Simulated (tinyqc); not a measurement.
Worked calculation: Hubbard chain of 5 sites. Computed by tinyqc, a small Python program that keeps every step. Settings: hopping = 0.85, U = 3.5, mixing = 1, iteration cap = 75. Command: `OMP_NUM_THREADS=1 python tinyqc.py 22178 22179 out.jsonl` (the two numbers bound the seeds that draw the settings). One thread of a shared host (Intel(R) Xeon(R) Processor @ 2.60GHz), about 0.2 s of CPU time with the checks. Later iterations appear only in the table of the cycle.

## Mean-field iteration 1

one-body matrix (hopping and site energies) (eV):
```
           1          2          3          4          5
1   0.000000  -0.850000   0.000000   0.000000   0.000000
2  -0.850000   0.000000  -0.850000   0.000000   0.000000
3   0.000000  -0.850000   0.000000  -0.850000   0.000000
4   0.000000   0.000000  -0.850000   0.000000  -0.850000
5   0.000000   0.000000   0.000000  -0.850000   0.000000
```

U = 3.500000 eV

electrons, up and down: 3  3

mixing = 1

n(up) at the start (a guess, not normalised): 1 0.650000, 2 0.550000, 3 0.650000, 4 0.550000, 5 0.650000

n(down) at the start (a guess): 1 0.550000, 2 0.650000, 3 0.550000, 4 0.650000, 5 0.550000

H(up) = T + U n(down), H(down) = T + U n(up); fill the lowest levels; n(new) = n + mixing (n(out) - n); E = tr T (rho up + rho down) + U sum n_up n_down of the output.

levels, up (eV): 0.617392  1.232172  1.925000  2.967828  3.582608

levels, down (eV): 0.617392  1.232172  2.275000  2.967828  3.582608

energy = 1.752146 eV

n(up) after iteration 1: 1 0.726916, 2 0.420078, 3 0.706012, 4 0.420078, 5 0.726916

n(down) after iteration 1: 1 0.606417, 2 0.579922, 3 0.627322, 4 0.579922, 5 0.606417

## Mean-field iteration 2

As before.

levels, up (eV): 0.626167  1.224830  2.146784  2.927357  3.574861

levels, down (eV): 0.423739  1.001838  2.519236  3.012642  3.542546

energy = 1.769836 eV

n(up) after iteration 2: 1 0.654917, 2 0.525761, 3 0.638644, 4 0.525761, 5 0.654917

n(down) after iteration 2: 1 0.494993, 2 0.715931, 3 0.578152, 4 0.715931, 5 0.494993

## Convergence

Each step fills the lowest levels of T + U n(other spin) and sets n(new) = n + mixing (n(out) - n); stop when output and input agree to 1e-8.

Course of the cycle:
```
iteration      E (eV)  largest |n(out) - n(in)|  mean |n_up - n_down|
1          1.75214616                  1.30e-01              0.127875
2          1.76983618                  1.36e-01              0.152136
3          1.79683707                  1.76e-01              0.199598
4          1.81367364                  1.90e-01              0.231443
5          1.80648066                  2.04e-01              0.272783
6          1.79421717                  2.69e-01              0.371633
7          1.70246155                  1.89e-01              0.366039
8          1.62233617                  2.70e-01              0.501478
9          1.51385480                  1.41e-01              0.485623
10         1.43847071                  1.65e-01              0.583669
11         1.40039988                  6.24e-02              0.583354
...               ...                       ...                   ...
22         1.38339582                  9.89e-06              0.626859
23         1.38339582                  6.36e-06              0.626859
24         1.38339582                  1.81e-06              0.626860
25         1.38339582                  1.28e-06              0.626860
26         1.38339582                  3.37e-07              0.626860
27         1.38339582                  2.63e-07              0.626860
28         1.38339582                  6.40e-08              0.626860
29         1.38339582                  5.46e-08              0.626860
30         1.38339582                  1.24e-08              0.626860
31         1.38339582                  1.14e-08              0.626860
32         1.38339582                  2.45e-09              0.626860
```

local moments n_up - n_down: 1 0.783575, 2 -0.563862, 3 -0.439425, 4 -0.563862, 5 0.783575

Converged in 32 iterations. But random starts reach 1.24448 eV, so this is another stationary point, not the lowest one. Reruns (cap 100 unless said): mixing 0.2: not converged; mixing 0.5: converged in 65 to a higher stationary point (E = 1.38340); mixing 0.9: converged in 34 to a higher stationary point (E = 1.38340). Before convergence this energy mixes input and output and is not variational, so it may rise towards its limit.

## Exact diagonalisation (100 states)

Lowest levels of the sector, and the double occupancy of the lowest state.

lowest levels (eV): 0.617310  0.994400  1.389937  1.484850  1.583250  1.797757

double occupancy per site = 0.253618

The mean-field solution above lies 0.7661 eV above the exact energy.

## The lowest level by Lanczos steps

From a random start vector (not printed): a_j = <q_j|H|q_j>, b_j = norm of the remainder after orthogonalising; the Ritz value is the lowest eigenvalue of the tridiagonal matrix of a and b so far.

Lanczos:
```
j   a_j (eV)  b_j (eV)  lowest Ritz value (eV)
1   5.676016  3.322314              5.67601644
2   5.615906  3.517080              2.32351105
3   6.817991  2.437129              1.06867705
4   5.885210  2.708244              0.80081554
5   6.759937  3.141068              0.70978233
6   6.053523  2.523331              0.65396671
7   6.666249  2.462134              0.63010215
8   6.379544  2.665446              0.62242918
9   6.165800  2.267350              0.61926475
10  6.216353  3.001003              0.61830235
```
